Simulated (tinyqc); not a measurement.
From results back to parameters: band-to-band tunnelling across a p-n junction in a two-band chain. Four cases, with inputs chosen for the exercise.

Problem. In a uniform field T = exp(-B/F), B = (pi/4) sqrt(m/c) Eg^(3/2), c = hbar^2/2m0, 1 V/angstrom = 100 MV/cm. m is the band-edge mass, the same for both bands (twice the reduced mass). The ratio below comes from a hidden m.

Constants: hbar^2/2m0 = 3.80998211 eV angstrom^2.

Find: B; m.

Method. B is the logarithm over 1/F1 - 1/F2, and m = c (4B/pi)^2/Eg^3 with B in V/angstrom.

Case 1.

Values chosen (out of a larger set: gap and mass near those of InGaAs; not measured data): Eg = 0.743 eV (gap); F1 = 1.04 MV/cm (first field); F2 = 2.06 MV/cm (second field).

ln(T2/T1) = 2.602660

Solution.

B = 5.467 MV/cm
m = 0.0450 m0

Case 2.

Values chosen (out of a larger set: gap and mass near those of InGaAs; not measured data): Eg = 0.759 eV (gap); F1 = 1.19 MV/cm (first field); F2 = 2.17 MV/cm (second field).

ln(T2/T1) = 2.139605

Solution.

B = 5.638 MV/cm
m = 0.0449 m0

Case 3.

Values chosen (out of a larger set: gap and mass near those of GaSb; not measured data): Eg = 0.747 eV (gap); F1 = 1.32 MV/cm (first field); F2 = 2.64 MV/cm (second field).

ln(T2/T1) = 2.007022

Solution.

B = 5.299 MV/cm
m = 0.0416 m0

Case 4.

Values chosen (out of a larger set: gap and mass near those of Ge (direct gap); not measured data): Eg = 0.78 eV (gap); F1 = 0.84 MV/cm (first field); F2 = 2.29 MV/cm (second field).

ln(T2/T1) = 4.282015

Solution.

B = 5.681 MV/cm
m = 0.0420 m0

Computed by tinyqc, one run a case: `OMP_NUM_THREADS=1 python tinyqc.py N N+1 out.jsonl` with N = 1480809, 1480882, 1480921, 1480949; one thread of a shared Intel(R) Xeon(R) Processor @ 2.30GHz, about 0.01 s a run at most.
